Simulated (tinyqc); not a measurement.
What each parameter does: WKB tunnelling through a gate dielectric with a two-band (Franz) dispersion.

At depth x the conduction edge lies u(x) = phi - V x/t above the electron. Parabolic: kappa = sqrt(m u/c). Franz: kappa = sqrt(m u (1 - u/Eg)/c), which vanishes at both band edges. c = hbar^2/2m0. T = exp(-2 integral of kappa dx) over the region u > 0; no image force, no prefactor, zero transverse momentum. The region ends at x_e = min(t, phi t/V); x_e < t is the Fowler-Nordheim regime.

Constants: hbar^2/2m0 = 3.80998211 eV angstrom^2.

Parameters, chosen for this exercise (of the size used for SiO2 on silicon; not measured data): Eg = 8.62 eV (gap of the dielectric); phi = 2.89 eV (barrier above the electron energy at the emitter); m = 0.55 m0 (mass at the conduction edge); t = 23 angstrom (thickness); V = 1.5 V (voltage across the layer).

Exponents 2 I in closed form.

Results for these values:

| case | 2 I parabolic | 2 I Franz | log10 T Franz |
|---|---|---|---|
| base | 25.433 | 21.963 | -9.539 |

What happens to each result for t = 25.3 angstrom, all else kept?

Answer: 2 I parabolic rises from 25.433 to 27.977; 2 I Franz rises from 21.963 to 24.160; log10 T Franz falls from -9.539 to -10.492.

The same for each parameter in turn:

| case | 2 I parabolic | 2 I Franz | log10 T Franz |
|---|---|---|---|
| base | 25.433 | 21.963 | -9.539 |
| Eg = 7.758 eV | 25.433 | 21.541 | -9.355 |
| phi = 2.601 eV | 23.610 | 20.832 | -9.047 |
| m = 0.495 m0 | 24.128 | 20.836 | -9.049 |
| t = 25.3 angstrom | 27.977 | 24.160 | -10.492 |
| V = 1.65 V | 24.943 | 21.644 | -9.400 |

The exponent is linear in t and goes as sqrt(m); Eg enters the two-band form alone.

Computed by tinyqc, a small Python program: `OMP_NUM_THREADS=1 python tinyqc.py 1481732 1481733 out.jsonl` (the numbers bound the seed that draws the inputs); one thread of a shared host (Intel(R) Xeon(R) Processor @ 2.30GHz), about 0.01 s for the whole set of steps.
